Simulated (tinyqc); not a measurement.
Plane-wave Kohn-Sham cycle with exchange-only LDA in a layered model solid, step by step. One step of it, computed by the program tinyqc.

Problem. Iteration 2: Hamiltonian at one k. H(m,m') = (k + G_m)^2/2 delta + V(G_m - G_m'), with V(-G) = V(G).

A solid whose potential varies along x alone (atomic units):

| parameter | value |
|---|---|
| period a | 17.200000 |
| cross-section of the cell | 9.000000 |
| electrons per cell | 4 |
| grid points | 16 |
| plane waves -n..n, n | 2 |
| k points | 1 |
| V1 in V1 cos(2 pi x/a) | -0.530000 |
| V2 in V2 cos(4 pi x/a) | 0.190000 |

V(G_m), m = 0, 1, 2, ... (hartree): -0.290920  -0.192174  0.094265  -0.007735  -0.001150

k = 0.000000 2 pi / a

Give: H.

Solution.

H (hartree), lower triangle:
```
         -2       -1       +0       +1       +2
-2  -0.0240
-1  -0.1922  -0.2242
+0   0.0943  -0.1922  -0.2909
+1  -0.0077   0.0943  -0.1922  -0.2242
+2  -0.0011  -0.0077   0.0943  -0.1922  -0.0240
```
